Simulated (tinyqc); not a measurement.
From results back to parameters: configuration-coordinate model of carrier capture at a defect. Four cases, with inputs chosen for the exercise.

Problem. For two parabolas of equal curvature the ionisation peak lies at ET + ER, the emission barrier is (ER + ET)^2/(4 ER), and the standard deviation of the band at T = 0 is sqrt(ER hw). The values come from hidden ET, ER and hw.

Find: ET, ER, hw; capture barrier.

Method. ER is the squared peak energy over four times the emission barrier; ET is the rest, hw = variance/ER, and the capture barrier is the emission barrier less ET.

Case 1.

ionisation peak = 0.6500 eV
emission barrier = 0.528125 eV
standard deviation at T = 0 = 0.088318 eV

Solution.

ET, ER, hw (eV): 0.450  0.200  0.039

capture barrier = 0.078 eV

Case 2.

ionisation peak = 0.9200 eV
emission barrier = 0.289863 eV
standard deviation at T = 0 = 0.097417 eV

Solution.

ET, ER, hw (eV): 0.190  0.730  0.013

capture barrier = 0.100 eV

Case 3.

ionisation peak = 0.5000 eV
emission barrier = 0.347222 eV
standard deviation at T = 0 = 0.079373 eV

Solution.

ET, ER, hw (eV): 0.320  0.180  0.035

capture barrier = 0.027 eV

Case 4.

ionisation peak = 1.7500 eV
emission barrier = 0.554801 eV
standard deviation at T = 0 = 0.249199 eV

Solution.

ET, ER, hw (eV): 0.370  1.380  0.045

capture barrier = 0.185 eV

Computed by tinyqc, one run a case: `OMP_NUM_THREADS=1 python tinyqc.py N N+1 out.jsonl` with N = 1450343, 1450419, 1450459, 1450539; one thread of a shared Intel(R) Xeon(R) Processor @ 2.30GHz, about 0.01 s a run at most.
